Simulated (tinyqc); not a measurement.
A finite superlattice with mass mismatch, transfer matrices: two steps of the calculation.

One electron of energy E comes from the left lead (band edge 0); no transverse momentum. Parabolic bands, masses in units of m0, C = hbar^2/(2 m0); psi and psi'/m are continuous at every interface. N periods of a barrier d1 followed by a well Lw; the right lead equals the left one.

Values chosen for this exercise: number of periods N = 5.

Problem 1. N periods by the Chebyshev identity. x = (M11 + M22)/2 of one period. For |x| < 1 the energy lies in a miniband and cos(th) = x; for |x| > 1 it lies in a gap and cosh(g) = |x|. M^N = U_(N-1)(x) M - U_(N-2)(x) 1, with U_n = sin((n + 1) th)/sin th in a band and sign(x)^n sinh((n + 1) g)/sinh g in a gap.

M of one period:

|  | 1 | 2 |
|---|---|---|
| 1 | -0.95043133 | -0.062739970 |
| 2 | 3.3014147 | -0.83422054 |

Give: x; th (rad); U_(N-1); U_(N-2); M^N.

Solution 1.

x = -0.8923
th (rad) = 2.673
U_(N-1) = 1.589
U_(N-2) = -2.115

M^N:

|  | 1 | 2 |
|---|---|---|
| 1 | 0.6044 | -0.09970 |
| 2 | 5.246 | 0.7891 |

The energy lies in a miniband.

Problem 2. Transmission and reflection. The matrix M carries (psi, psi'/m) across the stack, and v = k/m in each lead. psi = 1 + r at the left edge (incident amplitude 1) and t at the right edge. With det M = 1, a = i vR M11 - M21 and b = -vL vR M12 - i vL M22: t = 2 i vL/(a - b), r = -(a + b)/(a - b), T(E) = (vR/vL) |t|^2, R(E) = |r|^2.

M^N:

|  | 1 | 2 |
|---|---|---|
| 1 | 0.60438834 | -0.099704186 |
| 2 | 5.2464939 | 0.78906650 |

vL = 16.712451 1/nm
vR = 16.712451 1/nm

Find: t; r; T(E); R(E).

Solution 2.

t = 0.47534-0.67550i
r = 0.50065+0.25904i
T(E) = 0.68224
R(E) = 0.31776

T(E) + R(E) = 1: the current is conserved.

Range of the model: Masses are held fixed, although real bands cease to be parabolic a few tenths of an eV from their edges (inside a barrier too).

Numbers from tinyqc (`OMP_NUM_THREADS=1 python tinyqc.py 2560014 2560015 out.jsonl`; about 0.01 s on one thread of a shared Intel Xeon 2.30GHz).
